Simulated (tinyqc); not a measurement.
Inside a calculation. Model: a particle near a wafer in liquid: double-layer and van der Waals forces (DLVO), deposition barrier and removal. Computed by tinyqc, a small Python program that keeps every step. Command: `OMP_NUM_THREADS=1 python tinyqc.py 3113062 3113063 out.jsonl dlvo walk`. One thread of a shared host (Intel(R) Xeon(R) Processor @ 2.30GHz), about 0.01 s of CPU time with the checks. Intermediate numbers are printed to about 6 digits and carried at full precision; extremes and crossings named in words are read from the listed rows.

Sphere and flat wall, Derjaguin approximation, constant potentials in the linear-superposition form, no retardation and no hydration force.

Inputs (values chosen for the exercise, of the order of those for alumina on silica in water):
```
quantity                             value   unit
particle radius R                      310     nm
Hamaker constant A                 1.1e-20      J
potential of the particle psi_1        -49     mV
potential of the wafer psi_2           -59     mV
salt concentration c                 0.023  mol/L
valence z of the symmetric salt          1      -
temperature T                          298      K
dielectric constant of the liquid     78.4      -
gap h                                  4.7     nm
contact distance h0                    0.4     nm
contact radius over R                 0.16      -
viscosity                             0.48  mPa s
```

Constants: e = 1.602176634e-19 C; N_A = 6.02214076e+23 1/mol; eps_0 = 8.8541878128e-12 F/m; k_B = 1.380649e-23 J/K; k_B = 8.617333262e-05 eV/K.

## Screening

kappa^2 = 2 z^2 e^2 N_A (1000 c)/(eps eps_0 k_B T); gamma_i = tanh(z e psi_i/(4 k_B T)); Z = 64 pi eps eps_0 (k_B T/(z e))^2 gamma_1 gamma_2.

kappa = 0.498979 1/nm

Debye length = 2.00409 nm

gamma_1 = -0.443863

gamma_2 = -0.518572

Z = 21.1851 pN

kappa R = 154.684

Like signs: the double layers repel.

## Energy and force at one gap

U(h) = Z R exp(-kappa h) - A R/(6 h); F(h) = -dU/dh = kappa Z R exp(-kappa h) - A R/(6 h^2), positive for repulsion.

double-layer energy = 152.962 k_B T

van der Waals energy = -29.3904 k_B T

U(h) = 123.572 k_B T

F(h) = 288.299 pN

## The curve

The formulas are those given above.

Against the gap:
```
h (nm)  kappa h  U (k_B T)        F (pN)
0.4      0.1996    962.072  -8.68014e+02
0.6      0.2994    953.010   8.50439e+02
1.0      0.4990    831.011   1.42129e+03
1.5      0.7485    663.067   1.29772e+03
2.5      1.2474    403.240   8.50339e+02
4.0      1.9959    182.375   4.09786e+02
7.0      3.4929     28.814   8.80675e+01
12.0     5.9878     -7.506   4.27619e+00
20.0     9.9796     -6.833  -1.26899e+00
40.0    19.9592     -3.453  -3.55201e-01
```

Caution: in rows with kappa h below 1 linear superposition is only rough.

## Barrier and secondary minimum

F = 0 reads x^2 exp(-x) = y with x = kappa h and y = A kappa/(6 Z); the left side peaks at x = 2 with 4/e^2 = 0.5413, so roots exist for smaller y: x < 2 is the barrier, x > 2 the secondary minimum.

y = 0.0431810

position of the barrier = 0.468033 nm

barrier height = 968.632 k_B T

position of the secondary minimum = 14.1244 nm

energy at the secondary minimum = -8.39223 k_B T

A barrier above 15 k_B T practically stops deposition. The secondary minimum is deep enough to hold particles loosely.

## Critical salt concentration

The barrier height is zero when U = 0 and F = 0 together: kappa h = 1 and kappa = 6 Z/(e A), e = 2.718282 here; c follows from kappa^2, with the potentials held fixed.

critical kappa = 4.25104 1/nm

critical concentration = 1.66937 mol/L

Caution: above about 1 mol/L the Debye length is of molecular size and surface potentials do not stay fixed, so this value is formal.

## Adding salt

kappa scales as sqrt(c); potentials are held fixed. A dash marks rows without a maximum.

Against the concentration:
```
c (mol/L)  Debye length (nm)  barrier at (nm)  barrier (k_B T)  minimum at (nm)  minimum (k_B T)
1.67e-04             23.5192          1.47200          1405.54      2.41351e+02     -5.16567e-01
1.67e-03              7.4374          0.84941          1261.32      6.54801e+01     -1.86996e+00
1.67e-02              2.3519          0.50195          1014.26      1.70982e+01     -6.96764e+00
8.35e-02              1.0518          0.35760           749.88      6.43834e+00     -1.79500e+01
3.34e-01              0.5259          0.27783           443.96      2.64999e+00     -4.17817e+01
8.35e-01              0.3326          0.24532           200.36      1.40745e+00     -7.49516e+01
1.50e+00              0.2482          0.23555            31.40      9.01909e-01     -1.11017e+02
2.50e+00              0.1922          0.24211          -117.55      5.73955e-01     -1.60068e+02
5.01e+00              0.1358                -                -                -                -
```

At low salt the barrier tends to Z R = 1600 k_B T; it is half of that between 0.017 and 0.084 mol/L and changes sign at 1.7 mol/L, while the secondary minimum deepens to -110 k_B T at 0.9 of that.

## Removing an attached particle

Adhesion F_a = A R/(6 h0^2) [1 + a^2/(R h0)] - kappa Z R exp(-kappa h0), a the contact radius. Drag in a shear flow F_d = 1.7 x 6 pi mu R^2 G, acting at 1.4 R; rolling starts when 1.4 R F_d = a F_a. Wall shear stress = mu G.

van der Waals adhesion = 74025.4 pN

net adhesion F_a = 71341.3 pN

wall shear stress for rolling = 2647.65 Pa

shear rate G = 5.51593e+06 1/s

Checks made by the program: force against a difference of U (relative difference below 1e-10).
